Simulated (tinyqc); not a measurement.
Nanowire ballistic transistor, top-of-the-barrier model: one step of the calculation.

At the top of the source barrier, states moving towards the drain are filled by the source (Fermi level 0) and states moving back by the drain (Fermi level -q Vd); nothing scatters. U is the shift of the band edge there, set by the capacitances CG, CD and CS (the total) and by the charge. Parabolic one-dimensional subbands; the source is grounded.

Question. Current, mean velocity and share of the gate voltage. N0 = gv sqrt(2 m kB T/pi)/hbar, CG = 2 pi eps0 eox/ln(1 + 2 tox/d), CS = CG/aG, n0 = n at U = 0 and Vd = 0. eta1 = -(E0 + U)/Vt, eta2 = eta1 - Vd/Vt, n = (N0/2)[F_(-1/2)(eta1) + F_(-1/2)(eta2)], F_(-1/2)(x) = (1/sqrt(pi)) int_0^infinity u^(-1/2)/(1 + exp(u - x)) du. Each F is summed over the two subbands, F(eta) + F(eta - dE/Vt), which share the mass. I = gv (2 q^2/h) Vt [ln(1 + exp eta1) - ln(1 + exp eta2)], summed over both subbands. Mean velocity I/(q n). CQ = (q/Vt) dn/d(eta1); the band edge follows the gate as -dU/dVg = aG/(1 + CQ/CS).

Parameters, values chosen for the exercise; mass and valleys close to those of a monolayer dichalcogenide: temperature T = 350 K; effective mass m = 0.509 m0; valley degeneracy gv = 2; relative permittivity of the gate insulator eox = 3.9; insulator thickness tox = 2 nm; wire diameter d = 3 nm; offset of a second subband (0: none) dE = 0.18 eV; gate control CG/CS aG = 0.83; band edge at the barrier top above the source Fermi level at zero bias E0 = 0.35 eV; drain voltage Vd = 0.1 V.

Constants: q = 1.602176634e-19 C, kB = 1.380649e-23 J/K, hbar = 1.054571817e-34 J s, h = 6.62607015e-34 J s, m0 = 9.1093837015e-31 kg, Vt = kB T/q, eps0 = 8.8541878128e-14 F/cm where lengths are in cm. Results are converted to the units shown.

converged U = -0.33368769 eV

Wanted: eta1; n; I; mean velocity; CQ; -dU/dVg.

Answer.

eta1 = -0.5408
n = 1.579e6 cm^-1
I = 2.053 uA
mean velocity = 8.115e6 cm/s
CQ = 6.241 pF/cm
-dU/dVg = 0.2746 eV/V

The carriers from the source are near degeneracy (eta1 = -0.541), and the mean velocity is 0.996 times vT = sqrt(2 kB T/(pi m)) = 8.15e6 cm/s.

Program tinyqc, `OMP_NUM_THREADS=1 python tinyqc.py 2400106 2400107 out.jsonl`; Intel Xeon 2.30GHz, shared host, one thread, about 0.1 s.
